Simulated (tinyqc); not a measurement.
# Admittance spectroscopy of a deep trap: effects of single changes

Schottky contact on an n-type layer with shallow donors Nd (all ionised) and a donor-like deep trap, neutral when filled and positive when empty; depletion approximation. Traps within lam of the depletion edge stay filled. The traps at xt = W - lam, where the level crosses the Fermi level, follow a slow signal and not a fast one. w = 2 pi f.

Parameters, values chosen for the exercise; material values close to those of silicon:
- eps_r = 11.9 (relative permittivity)
- Nc = 2.79e19 cm^-3 (conduction-band density of states at 300 K)
- vth = 2.4e7 cm/s (thermal velocity at 300 K)
- Nd = 8.4e14 cm^-3 (shallow donor density)
- Vbi = 0.7 V (built-in voltage)
- Et = 0.21 eV (depth of the trap below the conduction edge)
- sn = 8.8e-15 cm^2 (capture cross-section)
- Nt = 1.3e14 cm^-3 (trap density)
- Vr = 0.4 V (reverse bias)
- T = 119 K (temperature)

Constants: q = 1.602176634e-19 C, kB = 1.380649e-23 J/K, eps0 = 8.8541878128e-14 F/cm where lengths are in cm. Results are converted to the units shown.

Each table varies one quantity; the others keep the values above.

## Effect of the bias

Emission rate en = sn vth(T) Nc(T) exp(-Et/kB T) = sn g T^2 exp(-Et/kB T), g = vth Nc/(300 K)^2, as vth goes as T^0.5 and Nc as T^1.5 (degeneracy factor 1). lam = sqrt(2 eps0 eps_r (EF - ET)/(q Nd)), EF - ET = Et - (kB T/q) ln(Nc(T)/Nd), Nc(T) = Nc (T/300 K)^1.5. In the steady state at the band bending V, 2 eps0 eps_r V/q = Nd W^2 + Nt (W - lam)^2 (the second term only if W > lam). V = Vbi + Vr. C_HF = eps0 eps_r/W, C_LF = eps0 eps_r (Nd + Nt)/(Nd W + Nt xt). Inflection frequency w0 = 2 en [1 + Nt xt/(Nd W)]; C = C_HF + (C_LF - C_HF)/(1 + (w/w0)^2), G/w = (C_LF - C_HF)(w/w0)/(1 + (w/w0)^2).

Effect of the bias:
```
Vr (V)  W (nm)     xt/W  C_HF (nF/cm^2)  step (nF/cm^2)  step (% of C_HF)
0       1020.7  0.57984          10.323         0.61596            5.9671
0.9     1523.1  0.71843          6.9176         0.27128            3.9216
1.7     1855.5  0.76887          5.6785         0.18152            3.1967
2.6     2167.8  0.80216          4.8605         0.13238            2.7237
3.4     2410.8  0.82210          4.3706         0.10675            2.4424
4.3     2657.2  0.83860          3.9653        0.087669            2.2109
5.1     2858.0  0.84994          3.6866        0.075662            2.0523
6       3068.0  0.86022          3.4343        0.065566            1.9092
```

Read the table: what changes, and by how much?

xt/W rises from 0.580 to 0.860 since lam stays at 429 nm, and the relative step falls from 5.97 to 1.91 %: the nearer xt lies to W in proportion, the less the traps add.

## Admittance against frequency

Same model as above.

V = Vbi + Vr.

Result of one run:
```
f (Hz)  C (nF/cm^2)  G/w (nF/cm^2)
170           8.633         0.1378
```

What becomes of these results when the signal frequency f is changed from 170 to 18 Hz, all else the same?

Result of the changed run:
```
f (Hz)  C (nF/cm^2)  G/w (nF/cm^2)
18            8.689        0.01700
```

The whole series:
```
f (Hz)  C (nF/cm^2)  G/w (nF/cm^2)
18            8.689        0.01700
39            8.686        0.03659
81            8.675        0.07385
170           8.633         0.1378
360           8.521         0.1946
750           8.389         0.1667
1600          8.321        0.09569
3300          8.303        0.04875
6900          8.298        0.02360
15000         8.297        0.01089
```

C falls from 8.69 to 8.30 nF/cm^2, between C_LF = 8.69 and C_HF = 8.30, and G/w goes from 0.0170 through a maximum of 0.195 (at f = 360 Hz among the rows listed) to 0.0109 nF/cm^2. The exact peak is half of the step, 0.197 nF/cm^2, at 416 Hz.

tinyqc, about 0.01 s, one thread, Intel Xeon 2.30GHz (shared host): `OMP_NUM_THREADS=1 python tinyqc.py 2050008 2050009 out.jsonl`
